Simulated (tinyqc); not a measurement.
Worked calculation: quantum-confined Stark effect in a modulator well. Values are carried at full precision from step to step, so a last printed digit may differ when a step is redone from the rounded ones.

Constants: hbar^2/2m0 = 3.80998211 eV angstrom^2; e^2/(4 pi eps0) = 14.39964547 eV angstrom; hc = 1239.841984 eV nm.

Inputs chosen for the exercise (near those of a Ge well in SiGe, direct gap; not measured data):
```
symbol  value   unit      meaning
L       70      angstrom  well width
me      0.0426  m0        electron, well
mh      0.211   m0        heavy hole along z, well
F       46      kV/cm     field
Vc      0.388   eV        conduction offset
Vv      0.112   eV        heavy-hole offset
meb     0.0554  m0        electron, barrier
mhb     0.238   m0        heavy hole, barrier
Eg      0.846   eV        gap of the well
mp      0.066   m0        heavy hole in the plane
eps     15.5              dielectric constant
dE      16      meV       operating point below the zero-field line
G       8       meV       half width of the exciton line
```

## Estimate for hard walls

Second order: each level moves by -C m (e F)^2 L^4/(2c), C = (15/pi^2 - 1)/(24 pi^2), c = hbar^2/2m0, 1 kV/cm = 1e-5 eV/angstrom. It holds while e F L is no more than about twice 3 c pi^2/(m L^2).

Estimate:
```
carrier     shift (meV)  e F L over the level spacing
electron          -0.06                          0.06
heavy hole        -0.31                          0.30
```

The hole, 5.0 times heavier, carries 83 % of the estimated shift.

## Levels and envelopes

Envelopes on cells of 0.5 angstrom over the well |z| < L/2 and 45 angstrom of barrier on each side, psi = 0 beyond, psi'/m continuous (mean mass between points), c = hbar^2/2m0. The electron sees + e F z and the hole - e F z, each with its offset in the barriers; 1 kV/cm = 1e-5 eV/angstrom. Light holes, band mixing and escape by tunnelling are left out.

Ground levels, squared overlap and separation <z>_h - <z>_e without and with the field.

Results:
```
F (kV/cm)  E_e (meV)  E_h (meV)  overlap^2  separation (angstrom)
0              79.95      18.73      0.997                    0.0
46             79.58      17.38      0.959                    7.4
```

The electron level moves by -0.37 meV (5.9 times the hard-wall estimate, since it leaks into the barriers and sees a wider well) and the hole level by -1.35 meV (4.38 times).

## Exciton

Exciton: in-plane function exp(-rho/lam), 1/mu = 1/me + 1/mp, E(lam) = c/(mu lam^2) - (q/eps) times the integral over k of Fm(k)(1 + (k lam/2)^2)^(-3/2), Fm(k) the double integral of psi_e^2 psi_h^2 exp(-k |z - z'|), q = e^2/(4 pi eps0); binding Eb = -E at the minimum. Line at Eg + E_e + E_h - Eb, strength proportional to overlap^2/lam^2.

Minimise over lam without and with the field.

Results:
```
F (kV/cm)  lam (angstrom)  Eb (meV)  line (eV)      nm  overlap^2/lam^2 (1e-4/angstrom^2)
0                   212.8      4.22     0.9405  1318.3                             0.2202
46                  214.2      4.19     0.9388  1320.7                             0.2092
```

The weaker binding gives back 0.03 meV of the red shift, leaving 1.7 meV; the strength falls to 95 %.

## Contrast at the operating point

With a Gaussian line of half width G, the absorption at E_op = line(0) - dE is proportional to strength x exp(-ln2 ((E_op - line)/G)^2); continuum absorption is left out. Give it at both fields, relative to the zero-field peak.

E_op = 0.9245 eV
wavelength = 1341.2 nm

absorption without and with the field: [0.062, 0.10]

The field changes the absorption by +0.04 of the zero-field peak. The zero-field tail still absorbs here, since dE is no more than 2G, which costs insertion loss.

## Checks

- Zero-field levels against the matching condition of the square well, meV: largest difference 2.0e-01.
- Slope d(E_e + E_h)/dF against minus the separation (Hellmann-Feynman), angstrom: both -7.4.

tinyqc: `OMP_NUM_THREADS=1 python tinyqc.py 1280397 1280398 out.jsonl`; about 0.3 s, one thread, shared Intel(R) Xeon(R) Processor @ 2.30GHz.
